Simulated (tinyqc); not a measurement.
Single-oscillator infrared dielectric function of a polar cubic crystal: one step, computed by the program tinyqc. Command: `OMP_NUM_THREADS=1 python tinyqc.py 3002320 3002321 out.jsonl infrared walk`. One thread of a shared host (Intel(R) Xeon(R) Processor @ 2.30GHz), about 0.01 s of CPU time with the checks.

One ion pair, charges +Z* and -Z*, in a cell of volume Omega = a^3/4. Frequencies omega are given as wavenumbers (1/cm); eps_s is the static dielectric constant.

Task: Optical constants at the probe frequency. eps(omega) = eps_inf + W^2/(omega_TO^2 - omega^2 - i gamma omega) - eps_inf omega_p^2/(omega^2 + i gamma_p omega); n + i k = sqrt(eps) with k >= 0; R = |(n + i k - 1)/(n + i k + 1)|^2 at normal incidence from vacuum. omega is the probe ratio times omega_TO. Intensity decays over 1/(4 pi omega k); the loss function is Im(-1/eps).

Inputs (values chosen for the exercise, for a model crystal): omega_TO = 424 1/cm; eps_inf = 8.38; phonon damping gamma = 19 1/cm; probe frequency / omega_TO = 0.777.

Structure: zinc blende. Free carriers: present.

W = 429.4356 1/cm

omega_p = 731.5667 1/cm

gamma_p = 105.6254 1/cm

Give: omega; Re eps; Im eps; n; k; reflectivity R; penetration depth of the intensity; loss function.

Result:

omega = 329.448 1/cm

Re eps = -26.52

Im eps = 12.24

n = 1.159

k = 5.279

reflectivity R = 0.8574

penetration depth of the intensity = 0.4576 micrometre

loss function = 0.01435

Re eps is negative: the wave is evanescent and the crystal reflects like a metal.
